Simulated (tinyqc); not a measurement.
Inside a calculation. Method: harmonic frequencies on the RHF/sto-6g surface (energies and gradients from PySCF), for BeH2, spin multiplicity 1. Computed by tinyqc, a small Python program that keeps every step (integrals from PySCF). Settings: charge = 0, multiplicity = 1, basis = sto-6g, delta = 0.005. Command: `OMP_NUM_THREADS=1 python tinyqc.py 23681 23682 out.jsonl` (the two numbers bound the seeds that draw the settings). One thread of a shared host (Intel(R) Xeon(R) Processor @ 2.60GHz), about 4 s of CPU time with the checks.

## One row of the Hessian: 3Hy

optimised positions (bohr):
```
,x,y,z
1Be,0.00882,-0.02145,0.17700
2H,0.02818,2.40443,0.23985
3H,-0.01055,-2.44723,0.11416
```

gradient at +delta (hartree/bohr):
```
,x,y,z
1Be,-0.0000090,-0.0012396,-0.0000295
2H,-0.0000002,0.0000237,-0.0000007
3H,0.0000093,0.0012159,0.0000302
```

gradient at -delta (hartree/bohr):
```
,x,y,z
1Be,0.0000086,0.0011818,0.0000277
2H,0.0000004,0.0000039,0.0000015
3H,-0.0000090,-0.0011857,-0.0000292
```

Displace 3Hy by +/-0.005 bohr; H(k, :) = (g(+) - g(-)) / (2 delta).

row of the Hessian (hartree/bohr^2): 1Bex -0.0017624, 1Bey -0.2421450, 1Bez -0.0057194, 2Hx -0.0000695, 2Hy 0.0019819, 2Hz -0.0002255, 3Hx 0.0018319, 3Hy 0.2401631, 3Hz 0.0059449

## Hessian by finite differences

All rows are made in the same way, and the matrix is symmetrised.

Hessian (symmetrised) (hartree/bohr^2):
```
,1Bex,1Bey,1Bez,2Hx,2Hy,2Hz,3Hx,3Hy,3Hz
1Bex,0.0427722,0.0035243,0.0000913,-0.0213910,-0.0017619,-0.0000456,-0.0213824,-0.0017624,-0.0000457
1Bey,0.0035243,0.4842453,0.0114377,-0.0017619,-0.2421003,-0.0057184,-0.0017624,-0.2421450,-0.0057193
1Bez,0.0000913,0.0114377,0.0430403,-0.0000456,-0.0057184,-0.0215251,-0.0000457,-0.0057193,-0.0215165
2Hx,-0.0213910,-0.0017619,-0.0000456,0.0107063,0.0018314,0.0000474,0.0106854,-0.0000695,-0.0000018
2Hy,-0.0017619,-0.2421003,-0.0057184,0.0018314,0.2401185,0.0059439,-0.0000695,0.0019819,-0.0002255
2Hz,-0.0000456,-0.0057184,-0.0215251,0.0000474,0.0059439,0.0108456,-0.0000018,-0.0002255,0.0106801
3Hx,-0.0213824,-0.0017624,-0.0000457,0.0106854,-0.0000695,-0.0000018,0.0106976,0.0018319,0.0000475
3Hy,-0.0017624,-0.2421450,-0.0057193,-0.0000695,0.0019819,-0.0002255,0.0018319,0.2401631,0.0059448
3Hz,-0.0000457,-0.0057193,-0.0215165,-0.0000018,-0.0002255,0.0106801,0.0000475,0.0059448,0.0108370
```

## Normal modes

masses (u): 1Be 9.01218, 2H 2.01410, 3H 1.00782

Diagonalise H_ij / sqrt(m_i m_j); the 5 smallest eigenvalues belong to translations and rotations; wavenumber = sqrt(eigenvalue / 1822.888) x 219474.63; each mode has its largest component positive (the first on a tie); zero-point energy = sum of wavenumbers / 2, with 349.755 1/cm per kcal/mol. A mass of 2.014 u marks deuterium.

eigenvalues of the mass-weighted Hessian (hartree/(bohr^2 u)): 0.00000  0.00000  0.00000  0.00000  0.00000  0.02065  0.02065  0.13978  0.27175

harmonic wavenumbers of the vibrations (1/cm): 738.7  738.7  1921.9  2679.7

mass-weighted modes:
```
,mode 1,mode 2,mode 3,mode 4
1Bex,-0.07453,-0.47340,-0.00264,-0.00300
1Bey,0.01286,0.00185,-0.33104,-0.37596
1Bez,-0.47324,0.07460,-0.00858,-0.00974
2Hx,0.07884,0.50080,0.00718,0.00119
2Hy,-0.01360,-0.00195,0.89998,0.14854
2Hz,0.50063,-0.07892,0.02332,0.00385
3Hx,0.11142,0.70770,-0.00225,0.00730
3Hy,-0.01922,-0.00276,-0.28235,0.91425
3Hz,0.70747,-0.11153,-0.00731,0.02368
```

zero-point energy = 8.69042 kcal/mol

Within a degenerate level the vectors are fixed only up to a rotation; this is one choice.
